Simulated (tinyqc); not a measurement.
Worked calculation: Hubbard chain of 6 sites. Computed by tinyqc, a small Python program that keeps every step. Settings: hopping = 1.59, U = 7.1, mixing = 1, iteration cap = 85. Command: `OMP_NUM_THREADS=1 python tinyqc.py 21110 21111 out.jsonl` (the two numbers bound the seeds that draw the settings). One thread of a shared host (Intel(R) Xeon(R) Processor @ 2.60GHz), about 0.2 s of CPU time with the checks.

one-body matrix (hopping and site energies) (eV):
```
           1          2          3          4          5          6
1   0.710000  -1.590000   0.000000   0.000000   0.000000   0.000000
2  -1.590000  -0.190000  -1.590000   0.000000   0.000000   0.000000
3   0.000000  -1.590000   0.130000  -1.590000   0.000000   0.000000
4   0.000000   0.000000  -1.590000  -0.710000  -1.590000   0.000000
5   0.000000   0.000000   0.000000  -1.590000   0.730000  -1.590000
6   0.000000   0.000000   0.000000   0.000000  -1.590000  -0.430000
```

U = 7.100000 eV

electrons, up and down: 3  3

n(up) at the start (a guess, not normalised): 1 0.550000, 2 0.450000, 3 0.550000, 4 0.450000, 5 0.550000, 6 0.450000

n(down) at the start (a guess): 1 0.450000, 2 0.550000, 3 0.450000, 4 0.550000, 5 0.450000, 6 0.550000

Each step fills the lowest levels of T + U n(other spin) and sets n(new) = n + mixing (n(out) - n); stop when output and input agree to 1e-8.

Course of the cycle:
```
iteration       E (eV)  largest |n(out) - n(in)|  mean |n_up - n_down|
1           0.01229549                  2.50e-01              0.186569
2           0.92048435                  4.34e-01              0.328914
3           1.79830851                  4.83e-01              0.315679
4           3.73121650                  5.53e-01              0.342466
5           5.12629480                  7.55e-01              0.192183
6           9.61926919                  8.32e-01              0.113564
7           9.07764859                  8.80e-01              0.034277
8          12.63483948                  8.90e-01              0.013466
9          10.07892524                  8.95e-01              0.003244
10         13.05863865                  8.96e-01              0.001182
11         10.18266506                  8.96e-01              0.000277
...                ...                       ...                   ...
75         10.19245267                  8.96e-01                     0
76         13.10037251                  8.96e-01                     0
77         10.19245267                  8.96e-01                     0
78         13.10037251                  8.96e-01                     0
79         10.19245267                  8.96e-01                     0
80         13.10037251                  8.96e-01                     0
81         10.19245267                  8.96e-01                     0
82         13.10037251                  8.96e-01                     0
83         10.19245267                  8.96e-01                     0
84         13.10037251                  8.96e-01                     0
85         10.19245267                  8.96e-01                     0
```

Can the last value be used, and what does the course show?

Not by the stop rule. Not converged within 85 iterations: the residual has stopped falling: the iteration swings between two states. The lowest mean-field energy found from random starts is -3.22136 eV. Reruns (cap 100 unless said): mixing 0.2: not converged; mixing 0.5: converged in 45 (E = -3.22136); mixing 0.9: converged in 22 (E = -3.22136); the original settings with a cap of 400: not converged.
